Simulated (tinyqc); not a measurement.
From one barrier to a miniband: Kronig-Penney superlattice by transfer matrices.

Wells (width a, potential 0, mass mw) alternate with barriers (width b, height V0, mass mb); period d = a + b; c = hbar^2/2m0. The vector (psi, psi'/m) is continuous, and a layer of thickness t carries it by M = [[cos kt, (m/k) sin kt], [-(k/m) sin kt, cos kt]] with k = sqrt(m (E - V)/c); for E < V, k = i kappa gives [[cosh, (m/kappa) sinh], [(kappa/m) sinh, cosh]] of kappa t. A Bloch state obeys cos(q d) = tr(Mb Mw)/2.

Constants: hbar^2/2m0 = 3.80998211 eV angstrom^2.

Parameters, chosen for this exercise (near those of an InGaAs superlattice with barriers of InP; shifted at random, so the results belong to these values and not to a real crystal):
```
symbol  value   unit      meaning
a       117     angstrom  well width
b       46      angstrom  barrier width
V0      0.237   eV        barrier height
mw      0.0415  m0        mass in the wells
mb      0.0836  m0        mass in the barriers
```

Transmission through N barriers separated by wells, between leads of the well material: T = 4/[(M11 + M22)^2 + (u M12 - M21/u)^2] with u = k/mw and M the product over all layers; twelve evenly spaced energies around the first miniband.

Transmission:
```
E (eV)    tr M/2 of a period    N = 1     N = 2     N = 4     N = 8
0.027860               2.005  0.00524  0.000327  1.65e-06  4.28e-11
0.028409               1.591  0.00535  0.000531  8.05e-06  1.97e-09
0.028957               1.188  0.00546  0.000972  7.33e-05  5.78e-07
0.029506               0.795  0.00557   0.00221   0.00779   0.00265
0.030054               0.414  0.00568   0.00827   0.00480    0.0614
0.030603               0.043  0.00579     0.441     0.166    0.0487
0.031151              -0.318  0.00590    0.0145   0.00574    0.0188
0.031699              -0.668  0.00601   0.00338    0.0684    0.0189
0.032248              -1.008  0.00613   0.00151  0.000354  6.86e-05
0.032796              -1.339  0.00624  0.000875  3.28e-05  5.36e-08
0.033345              -1.660  0.00635  0.000580  7.14e-06  1.13e-09
0.033893              -1.971  0.00647  0.000419  2.29e-06  6.96e-11
```

5 of the energies lie in the miniband (|tr M/2| <= 1); there T for N = 8 runs between 0.00265 and 0.0614. In the gaps it falls with N: at E = 0.0339 eV from 2.29e-06 (N = 4) to 6.96e-11 (N = 8), a slope of ln T of -2.60 a period, against -2 arccosh|tr M/2| = -2.60.

(tinyqc, `OMP_NUM_THREADS=1 python tinyqc.py 1251187 1251188 out.jsonl`, Intel(R) Xeon(R) Processor @ 2.30GHz, 1 thread, shared host, about 0.3 s.)
